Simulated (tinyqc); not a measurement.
Worked calculation: coupled-perturbed Hartree-Fock on RHF in the 3-21g basis, for H3+, spin multiplicity 1. One step of it, computed by the program tinyqc.

Problem. Coupled step 1. U_ai = -(mu_ai + sum_bj [4 (ai|bj) - (ab|ij) - (aj|bi)] U_bj) / (e_a - e_i); alpha = -4 sum U_ai mu_ai.

uncoupled U:
```
           i1
a2  -2.264213
a3   0.000000
a4   0.000000
a5   0.037507
a6   0.000000
```

dipole integrals <a|z|i> (bohr):
```
           i1
a2   1.355596
a3   0.000000
a4   0.000000
a5  -0.066497
a6   0.000000
```

orbital energies (hartree): MO1 -0.972582, MO2 -0.373877, MO3 -0.007377, MO4 0.684124, MO5 0.800346, MO6 1.001937

Two-electron integrals over orbitals (pq|rs), unique and non-zero (hartree):
```
(11|11) 0.567792    (21|21) 0.122368    (22|11) 0.445082    (22|22) 0.448530
(31|11) 0.086834    (31|22) -0.007428   (31|31) 0.070748    (32|21) -0.092079
(32|32) 0.100243    (33|11) 0.412418    (33|22) 0.382140    (33|31) 0.020932
(33|33) 0.368728    (41|11) 0.079011    (41|22) 0.075530    (41|31) 0.000177
(41|33) 0.047143    (41|41) 0.056349    (42|21) 0.066003    (42|32) -0.043041
(42|42) 0.066583    (43|11) -0.032661   (43|22) -0.042297   (43|31) 0.008161
(43|33) -0.016654   (43|41) -0.013761   (43|43) 0.023088    (44|11) 0.461030
(44|22) 0.427843    (44|31) 0.020585    (44|33) 0.367624    (44|41) 0.072691
(44|43) -0.046966   (44|44) 0.442074    (51|21) -0.058462   (51|32) 0.035331
(51|42) -0.056263   (51|51) 0.048537    (52|11) -0.099330   (52|22) -0.101814
(52|31) 0.005041    (52|33) -0.051133   (52|41) -0.059909   (52|43) 0.034000
(52|44) -0.107275   (52|52) 0.083954    (53|21) 0.007858    (53|32) 0.009548
(53|42) 0.029186    (53|51) -0.023536   (53|53) 0.029946    (54|21) -0.139346
(54|32) 0.111622    (54|42) -0.089278   (54|51) 0.077691    (54|53) -0.015724
(54|54) 0.182194    (55|11) 0.426039    (55|22) 0.437894    (55|31) -0.013502
(55|33) 0.364363    (55|41) 0.085933    (55|43) -0.047414   (55|44) 0.435217
(55|52) -0.117754   (55|55) 0.454534    (61|11) -0.075117   (61|22) 0.012198
(61|31) -0.066423   (61|33) -0.034598   (61|41) -0.011482   (61|43) -0.025594
(61|44) -0.000154   (61|52) -0.016577   (61|55) 0.023752    (61|61) 0.098287
(62|21) 0.050450    (62|32) -0.030241   (62|42) 0.042604    (62|51) -0.036613
(62|53) 0.021615    (62|54) -0.065532   (62|62) 0.035138    (63|11) -0.137864
(63|22) -0.064792   (63|31) -0.053034   (63|33) -0.060601   (63|41) -0.043653
(63|43) 0.006919    (63|44) -0.081619   (63|52) 0.043912    (63|55) -0.062237
(63|61) 0.061537    (63|63) 0.082639    (64|11) -0.031033   (64|22) 0.040586
(64|31) -0.054913   (64|33) 0.001409    (64|41) 0.024428    (64|43) -0.018452
(64|44) 0.021717    (64|52) -0.037665   (64|55) 0.058140    (64|61) 0.058575
(64|63) 0.027333    (64|64) 0.065552    (65|21) -0.081336   (65|32) 0.072775
(65|42) -0.056146   (65|51) 0.048179    (65|53) -0.006820   (65|54) 0.109550
(65|62) -0.037020   (65|65) 0.071346    (66|11) 0.566770    (66|22) 0.416928
(66|31) 0.109203    (66|33) 0.416191    (66|41) 0.089115    (66|43) -0.013182
(66|44) 0.445381    (66|52) -0.086735   (66|55) 0.404042    (66|61) -0.131536
(66|63) -0.167006   (66|64) -0.060616   (66|66) 0.633023
```

Give: U after step 1; polarisability.

Solution.

U after step 1:
```
         i1
a2  -2.5544
a3   0.0000
a4   0.0000
a5  -0.0537
a6   0.0000
```

polarisability = 13.8364 bohr^3
